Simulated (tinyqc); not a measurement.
Inside a calculation. Model: frequency dispersion of an accumulation capacitance by border traps, distributed model.

Computed by the program tinyqc: `OMP_NUM_THREADS=1 python tinyqc.py 2202244 2202245 out.jsonl`, one thread of a shared Intel Xeon 2.30GHz, about 0.3 s for the whole run. Printed values are rounded.

Traps spread evenly through the insulator exchange electrons with the semiconductor by tunnelling, with tau(x) = t0 exp(2 ka x) at depth x from the interface. The admittance per area Y seen at depth x obeys dY/dx = -Y^2/(i w eps0 eox) + q Nb ln(1 + i w tau)/tau, with Y(0) = i w Cs and w = 2 pi f; the gate sees Y(tox) = G + i w C. Working variable y = Y/(i w), in uF/cm^2. Cox = eps0 eox/tox.

Parameters, values chosen for the exercise; permittivity close to that of aluminium oxide:
```
symbol   value         unit                                               meaning
eox       8.83                             relative permittivity of the insulator
tox        4.2           nm                                   insulator thickness
Cs           1      uF/cm^2             semiconductor capacitance in accumulation
Nb      3.3e18  cm^-3 eV^-1                               density of border traps
ka         4.5         1/nm  decay constant of the wave function in the insulator
t0       1e-10            s              time constant of a trap at the interface
f        10000           Hz                                             frequency
xe         1.9           nm               depth down to which the steps are taken
```

Constants: q = 1.602176634e-19 C, eps0 = 8.8541878128e-14 F/cm where lengths are in cm. Results are converted to the units shown.

## Scales and lumped estimate

Cox; trap-free value 1/(1/Cox + 1/Cs); response depth d = ln(1/(w t0))/(2 ka), where w tau = 1; lumped estimate: all traps within d act as C_bt = q Nb d placed at d/2, so C = 1/{1/[1/(1/Cs + d/(2 eps0 eox)) + C_bt] + (tox - d/2)/(eps0 eox)}.

Cox = 1.861488 uF/cm^2
trap-free C = 0.6505314 uF/cm^2
d = 1.330848 nm
C_bt = 0.07036438 uF/cm^2
lumped C = 0.6848235 uF/cm^2

The traps within reach amount to 0.0704 Cs and lie in the first 31.7 % of the insulator.

## Midpoint steps through the active depth

In terms of y: dy/dx = -y^2/(eps0 eox) + s(x), s = q Nb ln(1 + z)/z, z = i w tau. 11 midpoint steps of h = xe/11: y_half = y + (h/2) y'(x, y), y(new) = y + h y'(x + h/2, y_half).

```
point,x (nm),s (uF/(cm^2 nm)),y (uF/cm^2)
0,0,0.05287183-0.00000017i,1.000000+0.000000i
1,0.1727273,0.05287183-0.00000079i,0.987325+0.000000i
2,0.3454545,0.05287183-0.00000372i,0.975191+0.000000i
3,0.5181818,0.05287182-0.00001761i,0.963568-0.000002i
4,0.6909091,0.05287165-0.00008335i,0.952430-0.000008i
5,0.8636364,0.05286791-0.00039444i,0.941750-0.000039i
6,1.036364,0.05278418-0.00186241i,0.931502-0.000184i
7,1.209091,0.05102495-0.00837692i,0.921600-0.000864i
8,1.381818,0.03365741-0.02094734i,0.910934-0.003465i
9,1.554545,0.01015402-0.01427827i,0.896270-0.006644i
10,1.727273,0.00230138-0.00532342i,0.879686-0.007906i
11,1.9,0.00049326-0.00161466i,0.863099-0.008104i
```

## Capacitance and conductance at the gate

y at xe = 0.8630986-0.0081045i uF/cm^2

Beyond xe the traps are ignored, so 1/y(tox) = 1/y(xe) + (tox - xe)/(eps0 eox); C = Re y, G/w = -Im y, loss tangent G/(w C).

y at the gate = 0.6883359-0.0051545i uF/cm^2
C = 0.6883359 uF/cm^2
G/w = 0.005154541 uF/cm^2
loss tangent = 0.007488409

A fine integration over the whole insulator gives C = 0.68839 and G/w = 0.005294 uF/cm^2; the coarse G/w is 2.6 % below that. The fine C is 5.8 % above the trap-free value, and the lumped estimate is 0.52 % below the fine result.
